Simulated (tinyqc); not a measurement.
Solid solubility of a dopant against its melt (retrograde solidus), clustering and the electrically active fraction: one step, computed by the program tinyqc. Command: `OMP_NUM_THREADS=1 python tinyqc.py 3024245 3024246 out.jsonl retro walk`. One thread of a shared host (Intel(R) Xeon(R) Processor @ 2.30GHz), about 0.01 s of CPU time with the checks.

Task: Liquidus and solidus at T. x_l and x_s are atom fractions of the dopant in melt and solid; the solid is dilute. Liquidus of the host: R T ln(1 - x_l) + L x_l^2 = -H_f (1 - T/T_m). Distribution: k = x_s/x_l = exp[L (1 - x_l)^2/(R T)] exp(S/k_B - H/(k_B T)), the first factor being the activity coefficient in the melt. Solubility = x_s N0; at T_m x_l = 0.

Inputs (values chosen for the exercise, for a model dopant):
```
quantity                                   value    unit
melting point of the host T_m               1687       K
heat of melting of the host H_f             50.2  kJ/mol
interaction L of the melt                      3  kJ/mol
enthalpy of transfer from melt to solid H  0.828      eV
entropy of transfer S                       2.92     k_B
site density N0                            5e+22  1/cm^3
temperature T                               1053       K
```

Constants: R = 8.314462618 J/(mol K); k_B = 8.617333262e-05 eV/K.

Give: x_l; distribution coefficient k; x_s; solubility; k at the melting point.

Result:

x_l = 0.91287

distribution coefficient k = 0.0020247

x_s = 0.0018483

solubility = 9.2416e+19 1/cm^3

k at the melting point = 0.077169

k has changed by a factor 0.026 from its value at T_m, while x_l has grown from 0 to 0.913.
